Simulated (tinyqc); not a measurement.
Worked calculation: Hall factor, magnetoresistance and optical conductivity for a power-law relaxation time. Computed by tinyqc, a small Python program that keeps every step. Command: `OMP_NUM_THREADS=1 python tinyqc.py 3020495 3020496 out.jsonl magneto walk`. One thread of a shared host (Intel(R) Xeon(R) Processor @ 2.30GHz), about 0.01 s of CPU time with the checks. Intermediate numbers are printed to about 6 digits and carried at full precision; extremes and crossings named in words are read from the listed rows.

One spherical parabolic band, tau(E) = tau_0 x^s with x = E/(k_B T). Landau quantisation is left out.

Inputs (values chosen for the exercise, with a mass close to that of electrons in silicon):
```
quantity                         value  unit
effective mass m                  0.26   m_0
exponent s                        -0.5     -
tau_0                               49    fs
reduced Fermi level eta           -1.7     -
temperature T                      150     K
magnetic field B                   4.8     T
frequency f                        8.8   THz
background permittivity eps_inf   11.3     -
```

Constants: m_0 = 9.1093837015e-31 kg; k_B = 1.380649e-23 J/K; hbar = 1.054571817e-34 J s; e = 1.602176634e-19 C; eps_0 = 8.8541878128e-12 F/m; c = 299792458 m/s.

## Density and moments of tau

<y> = int y x^(3/2) f (1 - f) dx / int x^(3/2) f (1 - f) dx, f = 1/(1 + exp(x - eta)). Integrals over x = E/(k_B T) use 160 Gauss-Legendre points in u = sqrt(x) from 0 to sqrt(max(eta, 0) + 45). n = (2 m k_B T)^(3/2)/(3 pi^2 hbar^3) int x^(3/2) f (1 - f) dx; moments in units of tau_0.

density n = 2.02232e+17 1/cm^3

<tau>/tau_0 = 0.734103

<tau^2>/tau_0^2 = 0.628636

<tau^3>/tau_0^3 = 0.675821

<1/tau> tau_0 = 1.53094

## Limits

mu = e <tau>/m; weak field r_H = <tau^2>/<tau>^2 and MR = c (mu B)^2, c = <tau^3>/<tau>^3 - r_H^2; strong field r_H = 1 and MR = <tau> <1/tau> - 1.

drift mobility mu = 243.333 cm^2/(V s)

weak-field Hall factor = 1.16650

coefficient c = 0.347563

saturation MR = 12.3867 %

For a classical gas r_H = Gamma(5/2) Gamma(5/2 + 2s)/Gamma(5/2 + s)^2 = 1.1781; degeneracy narrows the energy window and pulls it towards 1.

## At the given field

With w_c = e B/m: sigma_xx = (n e^2/m) <tau/(1 + w_c^2 tau^2)>, sigma_xy = (n e^2/m) <w_c tau^2/(1 + w_c^2 tau^2)>; r_H = (n e/B) sigma_xy/(sigma_xx^2 + sigma_xy^2); MR = sigma_0 sigma_xx/(sigma_xx^2 + sigma_xy^2) - 1, sigma_0 = n e^2 <tau>/m.

mu B = 0.116800

sigma_xx = 7.71397 S/cm

|sigma_xy| = 1.03647 S/cm

Hall factor r_H = 1.15492

magnetoresistance MR = 0.395145 %

## Field dependence

The formulas are those given above.

Against the field:
```
B (T)         mu B      r_H       MR (%)
1.2    2.92000e-02  1.16544  2.88960e-02
4.1    9.97665e-02  1.15745  2.98237e-01
12     2.92000e-01  1.12632  1.73331e+00
25     6.08332e-01  1.08525  4.30785e+00
41     9.97665e-01  1.05501  6.69444e+00
82     1.99533e+00  1.02266  9.79017e+00
160    3.89333e+00  1.00742  1.14898e+01
410    9.97665e+00  1.00123  1.22339e+01
1600   3.89333e+01  1.00008  1.23764e+01
```

r_H falls from 1.165 to 1.000, so a strong-field measurement gives n directly (though the highest fields listed exceed the roughly 100 T that non-destructive magnets reach); half of the fall is done between 0.608 and 0.998 in mu B. MR starts as B^1.90 and reaches 100 % of its saturation value in the last row. It arises only because carriers of different energy have different Hall angles, which one Hall field cannot cancel. Above 41 T hbar w_c exceeds k_B T and mu B exceeds 1, and Landau quantisation replaces this picture.

## Response at frequency f

sigma(w) = (n e^2/m) <tau/(1 - i w tau)>, w = 2 pi f; eps = eps_inf + i sigma/(eps_0 w); N = sqrt(eps); absorption coefficient 2 w Im N/c; reflectivity |(N - 1)/(N + 1)|^2; plasma frequency sqrt(n e^2/(eps_inf eps_0 m))/(2 pi).

sigma(w) = 1.61988+3.00165i S/cm

permittivity = 10.6869+0.3309i

refractive index = 3.26947+0.05060i

absorption coefficient = 186.653 1/cm

reflectivity = 0.282654

plasma frequency = 2.35565 THz

w <tau> = 1.99 and f/f_p = 3.74.  Caution: the photon energy exceeds the typical carrier energy, so the classical sigma(w) is only a rough guide to the absorption.

Checks made by the program: <tau> against adaptive quadrature (relative difference below 1e-10).
